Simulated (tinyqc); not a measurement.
Empirical pseudopotential in a few plane waves, step by step. One step of it, computed by the program tinyqc.

Question. Bloch Hamiltonian at G. Basis: the 15 shortest G (labels in 2 pi/a), the same at every k. H(G,G') = c |k + G|^2 delta + VS(|G-G'|^2) cos((G-G').tau) + i VA sin((G-G').tau), tau = a/8 (1,1,1); 1 Ry = 13.605693 eV.

Parameters chosen for this model: fcc lattice, atoms at +/- a/8 (1,1,1); form factors in rydberg at |G|^2 in units of (2 pi/a)^2:
```
parameter                 value      unit
a                      5.900000  angstrom
VS(3)                 -0.212000        Ry
VS(8)                  0.010000        Ry
VS(11)                 0.074000        Ry
VA(3)                         0        Ry
VA(4)                         0        Ry
VA(11)                        0        Ry
hbar^2/2m (2 pi/a)^2   4.320944        eV
```

k point G (2 pi / a): [0, 0, 0]

Give: H(k) at G.

Answer.

H(k) at G (eV):
```
         +0+0+0   -1-1-1   -1-1+1   -1+1-1   -1+1+1   +1-1-1   +1-1+1   +1+1-1
+0+0+0   0.0000   2.0396  -2.0396  -2.0396  -2.0396  -2.0396  -2.0396  -2.0396
-1-1-1   2.0396  12.9628   0.0000   0.0000  -0.1361   0.0000  -0.1361  -0.1361
-1-1+1  -2.0396   0.0000  12.9628   0.1361   0.0000   0.1361   0.0000   0.0000
-1+1-1  -2.0396   0.0000   0.1361  12.9628   0.0000   0.1361   0.0000   0.0000
-1+1+1  -2.0396  -0.1361   0.0000   0.0000  12.9628   0.0000   0.1361   0.1361
+1-1-1  -2.0396   0.0000   0.1361   0.1361   0.0000  12.9628   0.0000   0.0000
+1-1+1  -2.0396  -0.1361   0.0000   0.0000   0.1361   0.0000  12.9628   0.1361
+1+1-1  -2.0396  -0.1361   0.0000   0.0000   0.1361   0.0000   0.1361  12.9628
+1+1+1   2.0396   0.0000  -0.1361  -0.1361   0.0000  -0.1361   0.0000   0.0000
-2+0+0   0.0000  -2.0396  -2.0396  -2.0396   2.0396   0.7119  -0.7119  -0.7119
+0-2+0   0.0000  -2.0396  -2.0396   0.7119  -0.7119  -2.0396   2.0396  -0.7119
+0+0-2   0.0000  -2.0396   0.7119  -2.0396  -0.7119  -2.0396  -0.7119   2.0396
+0+0+2   0.0000  -0.7119   2.0396  -0.7119  -2.0396  -0.7119  -2.0396   0.7119
+0+2+0   0.0000  -0.7119  -0.7119   2.0396  -2.0396  -0.7119   0.7119  -2.0396
+2+0+0   0.0000  -0.7119  -0.7119  -0.7119   0.7119   2.0396  -2.0396  -2.0396

         +1+1+1   -2+0+0   +0-2+0   +0+0-2   +0+0+2   +0+2+0   +2+0+0
+0+0+0   2.0396   0.0000   0.0000   0.0000   0.0000   0.0000   0.0000
-1-1-1   0.0000  -2.0396  -2.0396  -2.0396  -0.7119  -0.7119  -0.7119
-1-1+1  -0.1361  -2.0396  -2.0396   0.7119   2.0396  -0.7119  -0.7119
-1+1-1  -0.1361  -2.0396   0.7119  -2.0396  -0.7119   2.0396  -0.7119
-1+1+1   0.0000   2.0396  -0.7119  -0.7119  -2.0396  -2.0396   0.7119
+1-1-1  -0.1361   0.7119  -2.0396  -2.0396  -0.7119  -0.7119   2.0396
+1-1+1   0.0000  -0.7119   2.0396  -0.7119  -2.0396   0.7119  -2.0396
+1+1-1   0.0000  -0.7119  -0.7119   2.0396   0.7119  -2.0396  -2.0396
+1+1+1  12.9628  -0.7119  -0.7119  -0.7119  -2.0396  -2.0396  -2.0396
-2+0+0  -0.7119  17.2838   0.1361   0.1361  -0.1361  -0.1361   0.0000
+0-2+0  -0.7119   0.1361  17.2838   0.1361  -0.1361   0.0000  -0.1361
+0+0-2  -0.7119   0.1361   0.1361  17.2838   0.0000  -0.1361  -0.1361
+0+0+2  -2.0396  -0.1361  -0.1361   0.0000  17.2838   0.1361   0.1361
+0+2+0  -2.0396  -0.1361   0.0000  -0.1361   0.1361  17.2838   0.1361
+2+0+0  -2.0396   0.0000  -0.1361  -0.1361   0.1361   0.1361  17.2838
```
